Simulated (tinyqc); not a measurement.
## Dead time and true rate from two light levels

Problem. A non-paralysable detector measures m = n/(1 + n td); dark counts are negligible. Find td and the true rate at the lower flux.

measured rates at a photon flux and at four times that flux (1/s): 2.3664122e6  5.5357143e6

Solution. 1/m = 1/n + td, so the difference of the inverse rates is 3/(4 n).

td = 100.0 ns
n = 3.100e6 1/s

Numbers from tinyqc (`OMP_NUM_THREADS=1 python tinyqc.py 2630003 2630004 out.jsonl`; about 0.01 s on one thread of a shared Intel Xeon 2.30GHz).
